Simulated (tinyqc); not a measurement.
Box-like doped layer, carriers, mobility and sheet resistance: effect of the peak chemical concentration.

An n-type layer from the surface x = 0 to the junction xj, N(x) = N0 for x < xb and N0 10^(-(x - xb)/Lt) beyond. Local neutrality (no depletion at surface or junction, no spilling of carriers), intrinsic carriers neglected, full ionisation of active dopants.

xj = xb + Lt log10(N0/Nb). Active dopant A = min(N, Ns); n = A - Nb; mobility mu = m1 + (m2 (T/300 K)^(-bt) - m1)/(1 + ((A + Nb)/Nr)^am). Dose = integral of N, carrier sheet density = integral of n, 1/Rs = q integral of n mu, mean mobility 1/(q Rs sheet density), Hall mobility (unit Hall factor) = integral of n mu^2 over integral of n mu, Hall sheet density = (integral of n mu)^2/integral of n mu^2; all from 0 to xj. Integrals on 4000 steps.

Inputs (values chosen for the exercise); values close to those of arsenic in silicon over a p-type background:

| symbol | value | unit | meaning |
|---|---|---|---|
| T | 300 | K | temperature |
| Nb | 8.5e16 | cm^-3 | background doping of the opposite type |
| m1 | 53.6 | cm^2/(V s) | mobility limit at high doping |
| m2 | 1380 | cm^2/(V s) | mobility limit at low doping, at 300 K |
| Nr | 9.6e16 | cm^-3 | reference doping of the mobility law |
| am | 0.704 |  | exponent of the mobility law |
| bt | 2 |  | temperature exponent of m2 |
| Ns | 1.92e20 | cm^-3 | solubility limit of active dopant |
| xb | 150 | nm | depth of the flat top |
| Lt | 36 | nm/decade | abruptness of the tail |

Constants: q = 1.602176634e-19 C. Results are converted to the units shown.

Results:
```
N0 (cm^-3),xj (nm),dose (cm^-2),carriers (cm^-2),Rs (ohm/square),mean mobility (cm^2/(V s)),Rs xj (ohm nm),Hall/true sheet density
8.5e17,186.0,1.395e13,1.237e13,1792,281.7,3.333e5,0.9906
2e18,199.4,3.299e13,3.130e13,1015,196.4,2.024e5,0.9757
1.1e19,226.0,1.821e14,1.801e14,335.4,103.3,7.582e4,0.9490
2.6e19,239.5,4.305e14,4.285e14,178.0,81.82,4.264e4,0.9523
6.1e19,252.8,1.010e15,1.008e15,89.07,69.52,2.252e4,0.9644
1.4e20,265.8,2.319e15,2.316e15,43.01,62.64,1.143e4,0.9775
3.4e20,279.7,5.631e15,3.349e15,30.64,60.83,8568,0.9826
8e20,293.1,1.325e16,3.606e15,28.49,60.76,8348,0.9838
```

Estimate the missing row, N0 = 4.7e18 cm^-3.

Computed row:
```
N0 (cm^-3),xj (nm),dose (cm^-2),carriers (cm^-2),Rs (ohm/square),mean mobility (cm^2/(V s)),Rs xj (ohm nm),Hall/true sheet density
4.7e18,212.7,7.772e13,7.591e13,591.6,139.0,1.259e5,0.9585
```

With this row back in the table: As N0 goes from 8.5e17 to 8e20, xj rises from 186 to 293 nm, Rs falls from 1790 to 28.5 ohm/square, the mean mobility falls from 282 to 60.8 cm^2/(V s) and the share of the dose that conducts goes from 88.7 through a maximum of 99.9 (at N0 = 1.4e20 among the rows listed) to 27.2 %. Rs goes as dose^(-0.66) at the low end and dose^(-0.08) at the high end; constant mobility and activation would give -1. Above N0 = Ns = 1.92e20 cm^-3 added dopant only widens the clipped top.

tinyqc, about 0.01 s, one thread, Intel Xeon 2.30GHz (shared host): `OMP_NUM_THREADS=1 python tinyqc.py 2110123 2110124 out.jsonl`
